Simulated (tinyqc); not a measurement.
# Junctionless gate-all-around wire, depletion approximation, step by step

Program tinyqc, `OMP_NUM_THREADS=1 python tinyqc.py 2460074 2460075 out.jsonl`; Intel Xeon 2.30GHz, shared host, one thread, about 0.01 s. Printed values are rounded.

A uniformly doped n-type wire of radius R under a surrounding gate; long channel. Below flat band a shell from radius rc to R is fully depleted and the neutral core, at channel potential V (0 at the source, Vd at the drain), carries the current with constant mobility; s = (rc/R)^2 is the share of the cross-section that conducts. The edge of the depleted shell is taken as abrupt, so there is no subthreshold current.

Inputs (values chosen for the exercise); material values those of a made-up semiconductor: relative permittivity of the semiconductor eps_r = 11.1; relative permittivity of the gate insulator eox = 3.9; insulator thickness tox = 1.2 nm; wire radius R = 20 nm; donor density Nd = 4.2e18 cm^-3; flat-band voltage Vfb = 0.96 V; effective mobility in the wire mu = 73 cm^2/(V s); gate length L = 0.2 um; gate voltage Vg = 0.86 V; drain voltage Vd = 0.05 V.

Constants: q = 1.602176634e-19 C, eps0 = 8.8541878128e-14 F/cm where lengths are in cm. Results are converted to the units shown.

## Voltages that deplete the wire

Cox = eps0 eox/(R ln(1 + tox/R)); A = q Nd R^2/(4 eps0 eps_r); B = q Nd R/(2 Cox); VT = Vfb - A - B.

Cox = 2.96310 uF/cm^2
A = 0.684681 V
B = 0.227098 V
VT = 0.0482215 V

Of the 0.912 V needed, 24.9 % drops over the insulator. The device is normally off.

## Iteration 1: conducting share at the source by Newton steps

s at the start = 1

With V = 0: f = A (1 - s + s ln s) + B (1 - s) - (Vfb - Vg); f' = A ln s - B; s(new) = s - f/f'.

f = -0.1 V
f' = -0.227098 V
s after iteration 1 = 0.559661

## Iteration 2: conducting share at the source by Newton steps

As before.

f = 0.0790793 V
f' = -0.624503 V
s after iteration 2 = 0.686289

## Course of the iteration: conducting share at the source by Newton steps

Stop when s changes by less than 1e-11, or after 30 iterations. s must stay positive.

Course of the iteration:
```
iteration         s  |change|
1          0.559661     0.440
2          0.686289     0.127
3          0.705145    0.0189
4          0.705522   3.77e-4
5          0.705522   1.48e-7
6          0.705522   < 1e-13
```

Converged in 6 iterations. At the end the number of correct digits about doubles with each step.

## Core radius, conductance and current

s0 = 0.705522
sL = 0.608496

s solves Vfb - Vg + V = A (1 - s + s ln s) + B (1 - s), and s = 0 where the left side exceeds A + B. I = (q mu Nd pi R^2/L)[g(s0) - g(sL)], g = A (s^2/4 - (s^2/2) ln s) + B s^2/2, with s0 at V = 0 and sL at V = Vd. rc = R sqrt(s0); the small-signal conductance at Vd = 0 is q mu Nd pi R^2 s0/L.

rc at the source = 16.7991 nm
conductance = 21.7757 uS
I = 1.01147 uA
